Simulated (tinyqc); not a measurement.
Stark shift: graded (staircase) quantum well by finite differences.

Finite differences on points z_i at the centres of cells of width h: H_ii = (c/h^2)(1/m_(i-1/2) + 1/m_(i+1/2)) + V_i, H_(i,i+1) = -(c/h^2)/m_(i+1/2), where m_(i+1/2) is the mean of the masses at the two points (the end values are repeated outwards), psi = 0 on the points beyond both ends, c = hbar^2/2m0. The field adds e F (z - z0) with z0 the middle of the structure; 1 kV/cm = 1e-5 eV/angstrom.

Constants: hbar^2/2m0 = 3.80998211 eV angstrom^2.

Values chosen for the exercise (out of a larger set: near those of an InGaAs well in InP; not measured data):
```
symbol  value                                                                                                                                          unit      meaning
layers  ((100, 0.246, 0.077), (25, 0.109, 0.0564), (25, 0.027, 0.0441), (25, 0, 0.04), (25, 0.027, 0.0441), (25, 0.109, 0.0564), (100, 0.246, 0.077))            each layer: thickness in angstrom, band edge in eV, mass in m0
hf      1.5625                                                                                                                                         angstrom  cell width of the fine grid
Fs      (0, 8.33, 16.7, 25, 33.3, 41.7, 50)                                                                                                            kV/cm     fields
```

Fine grid. Perturbation theory: dE1 = e F z_11 - beta (e F)^2 with beta = sum_j z_1j^2/(E_j - E_1) over the 13 next levels at zero field, z from z0.

Levels against field:
```
F (kV/cm)  E1 (eV)  E2 (eV)  dE1 (meV)  second order (meV)  <z - z0> (angstrom)  E2 - E1 (meV)
0           0.0583   0.1768       0.00                0.00                  0.0          118.5
8.33        0.0583   0.1767      -0.04               -0.04                 -1.0          118.5
16.7        0.0581   0.1765      -0.17               -0.17                 -2.0          118.3
25.0        0.0579   0.1760      -0.38               -0.38                 -3.0          118.1
33.3        0.0576   0.1754      -0.67               -0.67                 -4.0          117.8
41.7        0.0572   0.1745      -1.05               -1.05                 -5.0          117.3
50.0        0.0568   0.1734      -1.51               -1.51                 -6.0          116.6
```

z_11 = 0.00 angstrom
beta = 6021 angstrom^2/eV

At zero field the state is centred, so the shift starts as F^2; it turns linear only if the state is pulled to one side. At 50 kV/cm E1 has moved by -1.51 meV, where second order gives -1.51 meV; they differ by 0.2 % there. The electron moves by -6.0 angstrom, against the rise of the potential. From 50 kV/cm on E2 lies above the lowest point of the outer barrier, so it is a resonance or a state of the finite grid, held or pushed up by its ends. E2 - E1 shrinks with the field; the ends are 118.5 and 116.6 meV.

(tinyqc, `OMP_NUM_THREADS=1 python tinyqc.py 1280122 1280123 out.jsonl`, Intel(R) Xeon(R) Processor @ 2.30GHz, 1 thread, shared host, about 0.02 s.)
